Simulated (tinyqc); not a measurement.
Changing the allowed failure fraction F: time-dependent dielectric breakdown: cell percolation, Weibull statistics, area scaling and voltage extrapolation. Computed by tinyqc, a small Python program. Command: `OMP_NUM_THREADS=1 python tinyqc.py 3022186 3022187 out.jsonl tddb sweep`. One thread of a shared host (Intel(R) Xeon(R) Processor @ 2.30GHz), about 0.01 s of CPU time with the checks.

The oxide is divided into columns of area a^2, each holding m = t_ox/a cells (m is taken as continuous). A share lambda(t) = (t/t_1)^alpha of the cells is defective, and a column whose cells are all defective breaks down.

Inputs (values chosen for the exercise, for a model gate oxide):

| quantity | value | unit |
|---|---|---|
| oxide thickness t_ox | 2.8 | nm |
| defect cell size a | 1.4 | nm |
| exponent alpha of defect growth | 0.48 | - |
| time t_1 at which the occupied share would reach 1 | 3.1e+09 | s |
| test area A | 0.2 | um^2 |
| product area A_u | 400000 | um^2 |
| stress voltage V | 3.51 | V |
| use voltage V_u | 2 | V |
| local exponent n = -d ln t/d ln V at the stress voltage | 25 | - |
| activation energy E_a | 0.53 | eV |
| stress temperature T | 150 | C |
| use temperature T_u | 55 | C |

Voltage law used: 1/E.

Constants: k_B = 8.617333262e-05 eV/K.

Method:
- Failure fraction F = 1 - (1 - lambda^m)^N with N = A/a^2 columns, which for small lambda^m is 1 - exp(-(t/t63)^beta) with beta = alpha m and t63 = t_1 N^(-1/beta); critical share lambda(t63) = N^(-1/m). 1 um^2 = 1e6 nm^2.
- All three voltage laws share the slope n at the stress voltage. Factor t(V_u)/t(V): E law exp(n (1 - V_u/V)); 1/E law exp(n (V/V_u - 1)); power law (V/V_u)^n.
- Temperatures in kelvin are T(C) + 273.15.
- Temperature factor exp[(E_a/k_B)(1/T_u - 1/T)]; area factor (A/A_u)^(1/beta); percentile factor (-ln(1 - F))^(1/beta); life = t63 x all four; 1 year = 3.15576e7 s.

One run for each value:

| allowed failure fraction F | projected life (years) | percentile factor |
|---|---|---|
| 1.00e-07 | 8.7963e-08 | 5.1090e-08 |
| 1.00e-06 | 9.6820e-07 | 5.6234e-07 |
| 1.00e-05 | 1.0657e-05 | 6.1897e-06 |
| 1.00e-04 | 1.1731e-04 | 6.8133e-05 |
| 1.00e-03 | 1.2918e-03 | 7.5029e-04 |
| 1.00e-02 | 1.4286e-02 | 8.2973e-03 |
| 1.00e-01 | 1.6517e-01 | 9.5930e-02 |
| 5.00e-01 | 1.1753e+00 | 6.8264e-01 |

What does the table show, and why?

Over the rows, projected life (years) rises from 8.80e-8 to 1.18 (exponent d ln y / d ln x 1.0 between the first rows and 1.2 between the last); percentile factor rises from 5.11e-8 to 0.683 (exponent d ln y / d ln x 1.0 between the first rows and 1.2 between the last). For small F the life scales as F^(1/beta), 1/beta = 1.042.

Caution (all rows): t_1 is an input here; in a real oxide it changes with thickness at fixed voltage.
